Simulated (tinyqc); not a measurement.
# Undoped gate-all-around wire MOSFET, analytic charge model: several studies

An undoped round wire of radius R under an insulator shell and a surrounding gate; long channel, electrons only, n = ni exp((psi - V)/Vt) with V the quasi-Fermi potential (0 at the source, Vd at the drain), constant mobility, no quantisation. The radial Poisson equation gives n(r) = n(0)/(1 - (1 - b) r^2/R^2)^2 with b = Q0/(Q + Q0). Q is the electron charge per area of the wire surface.

Values chosen for this exercise; material values close to those of silicon:
- T = 325 K (temperature)
- Eg = 1.12 eV (band gap)
- eps_r = 11.5 (relative permittivity of the semiconductor)
- Nc = 3.12e19 cm^-3 (conduction-band density of states at T)
- Nv = 3.04e19 cm^-3 (valence-band density of states at T)
- eox = 9.2 (relative permittivity of the gate insulator)
- tox = 5.2 nm (insulator thickness)
- R = 15 nm (wire radius)
- dphi = 0.09 V (gate work function less that of the intrinsic body)
- mu = 270 cm^2/(V s) (channel mobility)
- L = 0.5 um (gate length)
- Vd = 0.3 V (drain voltage)

Constants: q = 1.602176634e-19 C, kB = 1.380649e-23 J/K, Vt = kB T/q, eps0 = 8.8541878128e-14 F/cm where lengths are in cm. Results are converted to the units shown.

Each table varies one quantity; the others keep the values above.

## Effect of the wire radius

ni = sqrt(Nc Nv) exp(-Eg/(2 Vt)), Eg in volts; Cox = eps0 eox/(R ln(1 + tox/R)); Q0 = 4 eps0 eps_r Vt/R; V0 = dphi + Vt ln[8 eps0 eps_r Vt/(q ni R^2)]. Q solves Vg - V0 - V = Q/Cox + Vt ln(Q/Q0) + Vt ln(1 + Q/Q0). I = mu (2 pi R/L)[2 Vt (Qs - Qd) + (Qs^2 - Qd^2)/(2 Cox) + Vt Q0 ln((Qd + Q0)/(Qs + Q0))], with Qs at V = 0 and Qd at V = Vd.  I(low) is taken at Vg = 0.29 V, Qs and I(high) at Vg = 1.04 V.

Effect of the wire radius:
```
R (nm)	V0 (V)	I(low) (nA)	Qs(high) (nC/cm^2)	I(high) (uA)
5	0.6027	0.001533	819.8	2.699
7	0.5839	0.003004	763.0	3.548
9.8	0.5650	0.005887	720.0	4.721
14	0.5451	0.01201	686.1	6.465
19	0.5280	0.02213	664.5	8.531
27	0.5083	0.04467	646.1	11.83
38	0.4891	0.08846	633.1	16.35
```

Read the table: what changes, and by how much?

As R goes from 5 to 38 nm, I(low) rises from 0.00153 to 0.0885 nA and I(high) rises from 2.70 to 16.4 uA. On average I(low) goes as R^(2.00) and I(high) goes as R^(0.89). Below threshold the charge is proportional to the cross-section of the body; above it the insulator sets the charge. In every row the surface density at the source at the higher gate voltage passes 0.3 Nc, where Boltzmann statistics fail. At R = 5 nm the body is thin enough for quantum confinement, left out here, to raise the threshold.

## Transfer curve and volume inversion

I = mu (2 pi R/L)[2 Vt (Qs - Qd) + (Qs^2 - Qd^2)/(2 Cox) + Vt Q0 ln((Qd + Q0)/(Qs + Q0))], with Qs at V = 0 and Qd at V = Vd. The drop is psi(surface) - psi(centre) at the source end; C = dQs/dVg, Cg = Cox, drop = 2 Vt ln(1 + Qs/Q0); gm = dI/dVg.

Transfer curve and volume inversion:
```
Vg (V)	Qs (nC/cm^2)	drop (mV)	C/Cg	I (uA)	gm/I (1/V)
0.24	0.001623	0.001196	3.176e-5	2.314e-6	35.71
0.35	0.08223	0.06053	0.001605	1.174e-4	35.66
0.46	3.713	2.670	0.06492	0.005609	33.69
0.58	56.98	31.32	0.4384	0.1471	19.71
0.69	170.3	65.83	0.6633	0.7618	11.35
0.8	315.7	91.82	0.7738	2.092	7.389
0.91	477.6	111.2	0.8338	4.074	4.927
1.03	664.8	127.5	0.8727	6.652	3.399
1.14	842.4	139.5	0.8958	9.215	2.592
```

Read the table: what changes, and by how much?

The current rises from 2.31e-6 to 9.21 uA. In the first row gm/I is 35.7 1/V, within 0.01 % of 1/Vt: with no depletion charge the whole body follows the gate, and the swing is ideal. The drop between surface and centre goes from 0.0012 to 140 mV and passes Vt at Vg = 0.58 V among the rows; below that the density varies across the body by less than a factor of e (volume inversion). C reaches 0.90 of Cg in the last row. For Vg = 0.8 to 1.14 V the surface density at the source passes 0.3 Nc, where Boltzmann statistics fail.

## Effect of the insulator thickness

Same model as above.

The same in every row: V0 (V) = 0.5412.

Effect of the insulator thickness:
```
tox (nm)	I(low) (nA)	Qs(high) (nC/cm^2)	I(high) (uA)
1.7	0.01379	1646	15.75
2.5	0.01379	1206	11.78
3.6	0.01379	903.6	8.988
5.2	0.01379	680.7	6.879
7.5	0.01379	518.9	5.316
11	0.01379	396.3	4.111
16	0.01379	309.7	3.246
```

What does the comparison show?

As tox goes from 1.7 to 16 nm, I(low) stays near 0.0138 nA and I(high) falls from 15.7 to 3.25 uA. On average I(low) is independent of tox and I(high) goes as tox^(-0.70). Below threshold no voltage drops over the insulator in this long-channel model, so its thickness does not matter there. In every row the surface density at the source at the higher gate voltage passes 0.3 Nc, where Boltzmann statistics fail.

Program tinyqc, `OMP_NUM_THREADS=1 python tinyqc.py 2460106 2460107 out.jsonl`; Intel Xeon 2.30GHz, shared host, one thread, about 0.03 s.
